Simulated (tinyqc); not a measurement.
Interface roughness in a thin film (subband fluctuation and scattering): sweeps and comparisons. A value that a table varies takes the place of the one given here.

Square well of width t, barriers V0, c = hbar^2/2m0: E1 solves k t + 2 atan[(k/mz)/(kappa/mb)] = pi, k = sqrt(mz E/c), kappa = sqrt(mb (V0 - E)/c). One interface is rough, so the subband edge fluctuates by G dt with G = |dE1/dt| (central difference of 0.01 angstrom; 2 E1/t for hard walls).

Gaussian roughness spectrum S(q) = pi D^2 Lc^2 exp(-q^2 Lc^2/4). Degenerate gas, taken to fill one subband (the second starts to fill once c kF^2/md exceeds E2 - E1, which is not tested here): kF = sqrt(2 pi Ns/gv), q = 2 kF sin(theta/2), 1/tau = (md/(2 pi c hbar)) G^2 times the integral from 0 to pi of S(q)(1 - cos theta)/eps(q)^2 dtheta, eps(q) = 1 + qs/q with screening (qs = gv md q0/(c eps), q0 = e^2/(4 pi eps0), form factors left out, which overstates the screening; other scattering is left out too, so these values lie far above measured mobilities in all but the thinnest films) or 1 without; mobility = tau c2/md with c2 = e/m0 = 1.75882e15 cm^2/(V s^2); 1e12/cm^2 = 1e-4/angstrom^2.

Constants: hbar^2/2m0 = 3.80998211 eV angstrom^2; hbar = 6.58211957e-16 eV s; e^2/(4 pi eps0) = 14.39964547 eV angstrom.

Inputs chosen for the exercise (near those of a thin Si channel on (100), two-fold valleys; not measured data): mz = 0.92 m0 (confinement mass); V0 = 2.96 eV (barrier); mb = 0.54 m0 (barrier mass); md = 0.194 m0 (mass in the plane); gv = 2 (valleys); D = 1.2 angstrom (rms height of the roughness); Lc = 40 angstrom (correlation length); Ns = 3.1 x 1e12/cm^2 (sheet density); eps = 7.7 (mean dielectric constant at the channel); ts = (9, 11, 14, 16, 20, 26, 34) angstrom (thicknesses); t = 16 angstrom (film thickness); Ll = (5, 10, 16, 25, 40, 65, 100) angstrom (correlation lengths).

## The sixth-power law

Screened mobility against thickness for the finite barrier and for hard walls.

Results:
```
t (angstrom)  E1 (meV)  G (meV/angstrom)  mobility (cm^2/(V s))  the same, hard walls
9                345.2            62.623                    586                   183
11               247.1            38.135               1.58e+03                   610
14               162.8            20.471               5.49e+03              2.59e+03
16               128.5            14.365               1.11e+04              5.77e+03
20                85.8             7.848               3.73e+04              2.20e+04
26                52.8             3.793               1.60e+05              1.06e+05
34                31.9             1.778               7.27e+05              5.31e+05
```

What does this show, and why?

With hard walls G goes as 1/t^3 and the mobility as t^6. With the finite barrier the local exponent is 4.94 at the thin end and 5.65 at the thick end, since the envelope leaks out and softens the dependence. The least value is 586 cm^2/(V s). The gate field, which also presses carriers to the interface, is left out. Below about 20 angstrom the effective-mass picture is itself doubtful. Up to t = 16 angstrom G D exceeds half of EF - E1, where the Born rate fails.

## Correlation length

Fixed D; bare and screened mobility.

Results:
```
Lc (angstrom)  kF Lc  bare mobility (cm^2/(V s))  screened mobility (cm^2/(V s))
5               0.16                    1.02e+04                        2.13e+05
10              0.31                    2.70e+03                        5.66e+04
16              0.50                    1.18e+03                        2.50e+04
25              0.78                         627                        1.37e+04
40              1.25                         464                        1.11e+04
65              2.03                         669                        2.32e+04
100             3.12                    1.23e+03                        9.25e+04
```

What can be read from the table?

The bare mobility is lowest at Lc = 40 angstrom of those listed (kF Lc = 1.25). The screened mobility is lowest at Lc = 40 angstrom of those listed (kF Lc = 1.25). Short roughness averages out (mobility as 1/Lc^2; the first two rows give exponent -1.92), and long roughness deflects only by small angles (bare mobility rising as Lc; the last two rows give 1.41).

## What each parameter does

G, G D, and the screened mobility. Each row changes one parameter from the base and keeps the others.

Results:
```
case                   G (meV/angstrom)  G D (meV)  mobility (cm^2/(V s))
base                             14.365      17.24              1.114e+04
t = 12 angstrom                  30.557      36.67                   2462
D = 1.56 angstrom                14.365      22.41                   6593
Lc = 48 angstrom                 14.365      17.24              1.275e+04
Ns = 4.96 x 1e12/cm^2            14.365      17.24              1.522e+04
mz = 1.058 m0                    13.015      15.62              1.357e+04
md = 0.223 m0                    14.365      17.24              1.052e+04
V0 = 2.07 eV                     13.481      16.18              1.265e+04
eps = 9.2                        14.365      17.24                   8477
```

What does this show?

The largest shifts from the base row, up to three for each result and ties (the steps differ in size, so this ranks the rows, not the parameters). G (meV/angstrom): t +16.192, mz -1.350, V0 -0.884; unchanged at the printed digits by D, Lc, Ns, md and eps. G D (meV): t +19.43, D +5.17, mz -1.62; unchanged at the printed digits by Lc, Ns, md and eps. mobility (cm^2/(V s)): t -8.68e+03, D -4.55e+03, Ns +4.08e+03. In the base case G D is 0.9 times EF - E1 = 19.1 meV.

(tinyqc, `OMP_NUM_THREADS=1 python tinyqc.py 1250894 1250895 out.jsonl`, Intel(R) Xeon(R) Processor @ 2.30GHz, 1 thread, shared host, about 0.01 s.)
